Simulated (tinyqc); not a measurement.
# Six-transistor SRAM cell, nodal equations and margins: effects of single changes

Two cross-coupled inverters (pull-down bn, pull-up bp) hold the nodes Q and QB; access transistors (ba, threshold VTn, gate on the word line at Vdd when selected) join them to the bit lines. Transistor (EKV form, voltages against the body): I = 2 n b Vt^2 [F(vp - Vs) - F(vp - Vd)] from drain to source, F(v) = ln^2(1 + exp(v/(2 Vt))), vp = (Vg - VT + sg |Vd - Vs|)/n. n-channel bodies are at 0; for the p-channel device all voltages are counted down from Vdd. b in uA/V^2 gives I in uA. For an access transistor the bit line is the drain and the node the source. In a read both bit lines are at Vdd. The cell is symmetric (no mismatch).

Inputs (values chosen for the exercise): temperature T = 300 K; supply voltage Vdd = 0.6 V; slope factor n = 1.26; drain-induced barrier lowering sg = 0.042; n-channel threshold VTn = 0.31 V; p-channel threshold (magnitude) VTp = 0.33 V; gain factor of the pull-down transistor bn = 210 uA/V^2; gain factor of the access transistor ba = 180 uA/V^2; gain factor of the pull-up transistor bp = 62 uA/V^2.

Constants: q = 1.602176634e-19 C, kB = 1.380649e-23 J/K, Vt = kB T/q. Results are converted to the units shown.

Each table varies one quantity; the others keep the values above.

## Effect of the gain factor of the pull-up transistor

f(x) is the node voltage of one half-cell for input x: In = Ip in hold, In = Ip + Ia in a read. Static noise margin: side of the largest square between the curve (x, f(x)) and its mirror image (f(y), y); with h(c) the root x of f(x) - x = c, it is the maximum over c > 0 of h(c) - h(-c) + c. Q is the low node in a read and Iread the current of its access transistor. The write trip is the voltage to which the bit line of the high node must fall (the other staying at Vdd) for that state to vanish; higher is easier, and a negative value means that a grounded bit line does not write.

Results:

| bp (uA/V^2) | hold margin (mV) | read margin (mV) | Q in a read (mV) | Iread (uA) | write trip (mV) |
|---|---|---|---|---|---|
| 35 | 231.0 | 107.5 | 70.66 | 3.625 | 203.0 |
| 50 | 236.1 | 112.8 | 70.65 | 3.626 | 187.6 |
| 100 | 244.0 | 122.9 | 70.65 | 3.626 | 152.9 |
| 150 | 247.1 | 128.6 | 70.65 | 3.626 | 128.8 |
| 210 | 248.8 | 133.3 | 70.65 | 3.626 | 105.8 |

Estimate the missing row, bp = 72 uA/V^2.

Computed row:

| bp (uA/V^2) | hold margin (mV) | read margin (mV) | Q in a read (mV) | Iread (uA) | write trip (mV) |
|---|---|---|---|---|---|
| 72 | 240.6 | 118.2 | 70.65 | 3.626 | 170.2 |

With this row back in the table: As bp goes from 35 to 210 uA/V^2, the read margin rises from 108 to 133 mV, the write trip falls from 203 to 106 mV and Iread stays near 3.63 uA. The read margin is 0.47 of the hold margin in the first row and 0.54 in the last. Read stability and write ability pull in opposite directions.

## Effect of the gain factor of the pull-down transistor

Same model as above.

Effect of the gain factor of the pull-down transistor:

| bn (uA/V^2) | hold margin (mV) | read margin (mV) | Q in a read (mV) | Iread (uA) | write trip (mV) |
|---|---|---|---|---|---|
| 130 | 244.0 | 106.3 | 92.88 | 2.786 | 189.7 |
| 170 | 241.3 | 111.6 | 80.17 | 3.251 | 182.8 |
| 230 | 237.7 | 117.9 | 66.72 | 3.787 | 175.3 |
| 300 | 234.2 | 123.4 | 55.92 | 4.251 | 168.9 |
| 400 | 230.0 | 129.4 | 45.49 | 4.727 | 162.2 |
| 520 | 225.8 | 134.7 | 37.21 | 5.124 | 156.5 |

As bn goes from 130 to 520 uA/V^2, the read margin rises from 106 to 135 mV, the write trip falls from 190 to 157 mV and Iread rises from 2.79 to 5.12 uA. The read margin is 0.44 of the hold margin in the first row and 0.60 in the last. Read stability and write ability pull in opposite directions.

tinyqc, about 0.1 s, one thread, Intel Xeon 2.30GHz (shared host): `OMP_NUM_THREADS=1 python tinyqc.py 2340033 2340034 out.jsonl`
